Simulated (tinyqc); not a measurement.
# Heat flow across a film from the phonon Boltzmann equation in the relaxation-time approximation, step by step

A worked calculation. Computed by tinyqc, a small Python program that keeps every step. Command: `OMP_NUM_THREADS=1 python tinyqc.py 3025764 3025765 out.jsonl slabbte walk`. One thread of a shared host (Intel(R) Xeon(R) Processor @ 2.30GHz), about 0.02 s of CPU time with the checks. Intermediate numbers are printed to about 7 digits and carried at full precision; extremes and crossings named in words are read from the listed rows.

Two black walls, hot at x = 0 and cold at x = L, emit phonons isotropically. For one free path Lambda, with tau = x/Lambda, tau_L = L/Lambda and phi = (T - T_cold)/Delta T, energy balance gives phi(tau) = (1/2) [E2(tau) + int_0^tau_L phi(s) E1(|tau - s|) ds]; E_n are the exponential integrals. The flux over the ballistic flux C v Delta T/4 is psi = 1 - 2 int_0^tau_L phi(s) E2(s) ds, and kappa_eff/kappa = (3/4) tau_L psi. kappa = C v Lambda/3 is an input, so at fixed kappa a longer free path means a smaller C v.

Inputs (values chosen for the exercise, modelled on gallium oxide): bulk conductivity kappa = 22 W/(m K); film thickness L = 13 nm; wall temperature difference Delta T = 14 K; free path Lambda_1 = 23 nm; free path Lambda_2 = 210 nm; share f_2 of kappa = 0.36; free path Lambda_3 = 2100 nm; share f_3 of kappa = 0.28; cells n in the small system = 6.

Free-path groups: three.

## The small linear system for Lambda_1

Cut the film into n equal cells with constant phi, collocated at the centres c_i: the kernel integrates to A_ij = |E2(|c_i - e_j|) - E2(|c_i - e_(j+1)|)|/2 for cell edges e_j, and A_ii = 1 - E2(half a cell); solve (1 - A) phi = E2(c)/2; psi = 1 - 2 sum_j phi_j [E3(e_j) - E3(e_(j+1))].

optical thickness tau_L = 0.5652174

1 - A:
```
[[0.8350694, -0.0905372, -0.0603976, -0.0449736, -0.0351073, -0.0281698],
 [-0.0905372, 0.8350694, -0.0905372, -0.0603976, -0.0449736, -0.0351073],
 [-0.0603976, -0.0905372, 0.8350694, -0.0905372, -0.0603976, -0.0449736],
 [-0.0449736, -0.0603976, -0.0905372, 0.8350694, -0.0905372, -0.0603976],
 [-0.0351073, -0.0449736, -0.0603976, -0.0905372, 0.8350694, -0.0905372],
 [-0.0281698, -0.0351073, -0.0449736, -0.0603976, -0.0905372, 0.8350694]]
```

right-hand side E2(c)/2: [0.4175347, 0.3269975, 0.2666000, 0.2216264, 0.1865191, 0.1583493]

flux weights E3(e_j) - E3(e_(j+1)): [0.07948895, 0.06182508, 0.05034645, 0.04183189, 0.03519515, 0.02987402]

## Temperature profile and flux in the small system

In short, (1 - A) phi = b and psi = 1 - 2 sum_j w_j phi_j, with b the right-hand side and w_j the flux weights; the cells divide 0 to tau_L.

phi at the cell centres: [0.6564806, 0.5906919, 0.5298548, 0.4701452, 0.4093081, 0.3435194]

psi, small system = 0.6805723

## Fine solution for Lambda_1

Use 150 and 300 cells and extrapolate psi = (4 psi(300) - psi(150))/3. The jump at the hot wall is 1 - phi there (linear extrapolation from the first two of 300 cells). Two-flux (diffusion with slip) formula: psi = 1/(1 + 3 tau_L/4).

psi for Lambda_1 = 0.6796405

kappa_eff/kappa for Lambda_1 = 0.2881085

jump at the wall / Delta T for Lambda_1 = 0.3009857

psi, two-flux formula = 0.7022901

The small system misses psi by +0.14 % and the two-flux formula by +3.3 %. For Lambda_1 alone: Jumps at the walls and the gradient inside share Delta T.

## Conductivity, flux and boundary resistance of the film

Each group is solved on its own with 150 and 300 cells, psi = (4 psi(300) - psi(150))/3, and weighted by its share of kappa (f_1 is what the others leave); exchange of energy between groups inside the film is left out. Flux J = kappa_eff Delta T/L; apparent boundary resistance per wall (L/kappa_eff - L/kappa)/2.

kappa_eff = 2.657751 W/(m K)

kappa_eff/kappa = 0.1208069

flux J = 2.862193 GW/m^2

apparent resistance per wall = 2.150222 m^2 K/GW

## Exact and approximate size effects

Two-flux: kappa_eff/kappa = sum f_i/(1 + 4 Lambda_i/(3 L)). Matthiessen with the thickness: sum f_i/(1 + Lambda_i/L). Ballistic limit: sum f_i 3 L/(4 Lambda_i).

Kappa_eff/kappa:
```
L (nm)    Boltzmann     two-flux  Matthiessen  ballistic limit
0.69    0.008826155  0.008875705   0.01175639      0.009056143
2.3      0.02787944   0.02827914   0.03693375       0.03018714
5.8      0.06360827   0.06514238   0.08294683       0.07612410
14        0.1275083    0.1313717    0.1605705        0.1837478
34        0.2254229    0.2316185    0.2693619        0.4462447
92        0.3607518    0.3679396    0.4094207         1.207486
230       0.4934496    0.5012541    0.5430940         3.018714
580       0.6253982    0.6327594    0.6711695         7.612410
```

The two-flux formula lies above the Boltzmann result by at most about 3.0 % (at L = 14 nm); the Matthiessen form is high by up to 33 %, since it misses the factor 3/4 of the ballistic limit. The thinnest film reaches 97 % of that limit, and the thickest, 25 Lambda_1, only 63 % of the bulk value: the long free paths keep the size effect alive far beyond Lambda_1. Rows below about 10 nm are near the phonon wavelength, where a particle picture fails.

Checks made by the program: symmetry phi(tau) + phi(tau_L - tau) = 1 (relative difference below 1e-10); thick-film limit psi = 1/(3 tau_L/4 + 1.0657) at tau_L = 20 (relative difference 2e-04).
